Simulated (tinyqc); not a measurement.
k.p values derived from sp3s* tight binding at Gamma, step by step. Values are carried at full precision from step to step, so a last printed digit may differ when a step is redone from the rounded ones.

At Gamma the states are two-level mixtures: s-like S+ (upper) and S- (lower) from [[Esa, Vss], [Vss, Esc]], p-like P- (valence) and P+ from [[Epa, Vxx], [Vxx, Epc]], and the bare s* levels. With real k in 1/angstrom and kz = 0, the phase sums over the four bonds are g0 = 1 - (a k/4)^2/2, g1 = i a kx/4, g3 = -(a/4)^2 kx ky to second order. Each mixture is written (anion, cation) with the anion part positive. c = hbar^2/2m0. No spin-orbit coupling.

Constants: hbar^2/2m0 = 3.80998211 eV angstrom^2.

Inputs chosen for the exercise (near a published set for AlAs, fitted to gaps, whose masses and valley positions are rough; shifted at random, so the results belong to these values and not to a real crystal):
- Esa = -7.42 eV (s level of the anion)
- Esc = -1.156 eV (s level of the cation)
- Epa = 0.99 eV (p level of the anion)
- Epc = 3.576 eV (p level of the cation)
- Vss = -6.747 eV (s-s)
- Vxx = 1.877 eV (px-px)
- a = 5.658 angstrom (lattice constant)
- Vsapc = 5.053 eV (s anion, p cation)
- Vscpa = 5.544 eV (s cation, p anion)
- Vxapc = 4.488 eV (s* anion, p cation)
- Vpaxc = 4.966 eV (p anion, s* cation)
- Exa = 7.44 eV (s* level of the anion)
- Exc = 6.819 eV (s* level of the cation)
- Vxy = 4.264 eV (px-py)

## States at Gamma

Solve the two blocks.

States:

| state | E (eV) | anion part | cation part |
|---|---|---|---|
| S- | -11.7265 | 0.84293 | 0.53803 |
| P- | 0.0038 | 0.88524 | -0.46514 |
| S+ | 3.1505 | 0.53803 | -0.84293 |
| P+ | 4.5622 | 0.46514 | 0.88524 |

## Linear terms and the Kane energy

<s state|dH/dkx|x state> = i P with P = (a/4)(sa pc Vsapc + sc pa Vscpa), sa, sc and pa, pc being the parts of the two states; for s* on the anion P = (a/4) pc Vxapc, on the cation (a/4) pa Vpaxc. Ep = P^2/c for S+ to P-.

Couplings:

| pair | P (eV angstrom) | E(first) - E(second) (eV) |
|---|---|---|
| S+ to P- | -7.6403 | 3.1468 |
| S+ to P+ | 0.3295 | -1.4117 |
| S- to P- | 0.9326 | -11.7303 |
| s*a to P- | -2.9528 | 7.4362 |
| s*c to P- | 6.2183 | 6.8152 |

Ep = 15.321 eV

The two terms of S+ to P- have the same sign and add: S+ and P- both change sign from anion to cation. An on-site momentum element between s and p, which real atoms have, is absent from this model.

## Electron mass

m0/m = [<S+|d2H/dkx^2|S+>/2 + sum P^2/(E(S+) - E(P))]/c over P- and P+, with the direct term -(a/4)^2 sa sc Vss.

parts of m0/m: direct -1.607, from P- 4.869, from P+ -0.020

mass = 0.3085 m0

The valence band supplies 150 % of m0/m; the direct term, which stands in for the free-electron 1, is -1.61. S+ is not the lowest valley of AlAs; this is the mass of the Gamma level.

## Valence parameters L, M, N and the Luttinger values

Direct terms d0 = -(a/4)^2 pa pc Vxx, dN = -2 (a/4)^2 pa pc Vxy for P-. F = sum P^2/(E(P-) - E(s)) over S+, S-, s*a, s*c. The y state of P- couples to the z state of P+ through Q = (a/4) Vxy (pa p'c - pc p'a), primes for P+, and H1 = Q^2/(E(P-) - E(P+)). L = d0 + F, M = d0 + H1, N = dN + F + H1; g1 = -(L + 2M)/(3c), g2 = -(L - M)/(6c), g3 = -N/(6c).

d0, dN, F, Q, H1 (eV angstrom^2; Q in eV angstrom): 1.5464  7.0258  -25.3227  6.0314  -7.9803

L, M, N (eV angstrom^2): -23.776  -6.434  -26.277

g1, g2, g3: 3.206  0.759  1.149

Along [100] the masses without spin-orbit coupling are c/|L| = 0.160 (one band) and c/|M| = 0.592 (two bands).

## Checks

- Electron mass against a finite difference of the full bands: both 0.3085.
- L and M against finite differences along [100]: largest relative difference 6.0e-06.
- Lowest curvature along [111], (L + 2M + 2N)/3, against a finite difference: both -29.733.

Run: tinyqc, `OMP_NUM_THREADS=1 python tinyqc.py 1450596 1450597 out.jsonl`; Intel(R) Xeon(R) Processor @ 2.30GHz, one thread, shared host; about 0.01 s of CPU time with all checks.
